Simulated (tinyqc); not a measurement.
## Margin needed against array size

Cells fail independently with probability Q(k) = erfc(k/sqrt(2))/2 when the margin is k standard deviations, and Y = exp(-Nb Q(k)). phi = exp(-k^2/2)/sqrt(2 pi).  k solves Y = exp(-Nb Q(k)); the estimate is sqrt(2 ln(Nb/(-ln Y))).

Parameters, values chosen for the exercise: wanted yield Y = 0.991.

Result of one run:

| Nb | allowed Q | k | estimate |
|---|---|---|---|
| 512 | 1.7658e-5 | 4.1362 | 4.6785 |

What becomes of these results when the number of cells Nb is changed from 512 to 2097152, all else the same?

Result of the changed run:

| Nb | allowed Q | k | estimate |
|---|---|---|---|
| 2097152 | 4.3110e-9 | 5.7558 | 6.2068 |

The whole series:

| Nb | allowed Q | k | estimate |
|---|---|---|---|
| 512 | 1.7658e-5 | 4.1362 | 4.6785 |
| 8192 | 1.1036e-6 | 4.7335 | 5.2377 |
| 131072 | 6.8975e-8 | 5.2680 | 5.7427 |
| 2097152 | 4.3110e-9 | 5.7558 | 6.2068 |
| 33554432 | 2.6944e-10 | 6.2073 | 6.6385 |
| 536870912 | 1.6840e-11 | 6.6295 | 7.0438 |
| 8589934592 | 1.0525e-12 | 7.0273 | 7.4270 |

A 1.68e7-fold larger array raises k only from 4.14 to 7.03; the last factor of 16 costs 0.40 standard deviations. The estimate, which drops the factor 1/(k sqrt(2 pi)) of the tail, is 13 % above k in the first row and 5.7 % above it in the last.

Computed by the program tinyqc: `OMP_NUM_THREADS=1 python tinyqc.py 2090093 2090094 out.jsonl`, one thread of a shared Intel Xeon 2.30GHz, about 0.01 s for the whole run.
